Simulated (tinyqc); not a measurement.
## Fermi-level pinning at a metal contact (Cowley-Sze model): unpinning by a thin insulator

Interface states of density Ds lie behind a thin layer of thickness dl. Neglecting the depletion charge, the barrier for electrons is phi = S (pM - chi) + (1 - S) E0 with S = 1/(1 + q Ds dl/(eps0 ei)); the barrier for holes is Eg - phi.

An inserted insulator of thickness t and permittivity 5.5 damps the metal-induced states, Ds(t) = Ds exp(-t/0.39 nm), and adds t/5.5 to dl/ei.

Parameters, values chosen for the exercise; material values close to those of silicon: band gap Eg = 1.13 eV; electron affinity chi = 4.04 eV; density of interface states Ds = 6.9e12 cm^-2 eV^-1; depth of their neutrality level below the conduction edge E0 = 0.92 eV; thickness of the interface layer dl = 0.4 nm; its relative permittivity ei = 2.7; metal work function pM = 4.54 eV.

Constants: q = 1.602176634e-19 C, eps0 = 8.8541878128e-14 F/cm where lengths are in cm. Results are converted to the units shown.

Unpinning by a thin insulator:
```
t (nm),Ds(t) (cm^-2 eV^-1),S,phi (eV)
0,6.900e12,0.8439,0.5656
0.3,3.197e12,0.8950,0.5441
0.6,1.482e12,0.9355,0.5271
0.9,6.865e11,0.9627,0.5157
1.2,3.181e11,0.9793,0.5087
1.5,1.474e11,0.9889,0.5047
1.8,6.830e10,0.9942,0.5025
2.1,3.165e10,0.9970,0.5013
2.4,1.466e10,0.9985,0.5007
```

What does the table show?

S rises from 0.844 to 0.998, and phi falls from 0.566 to 0.501 eV, towards pM - chi = 0.500 eV. The insulator also adds a tunnelling resistance, which is not counted here and sets a best thickness.

Numbers from tinyqc (`OMP_NUM_THREADS=1 python tinyqc.py 2430138 2430139 out.jsonl`; about 0.01 s on one thread of a shared Intel Xeon 2.30GHz).
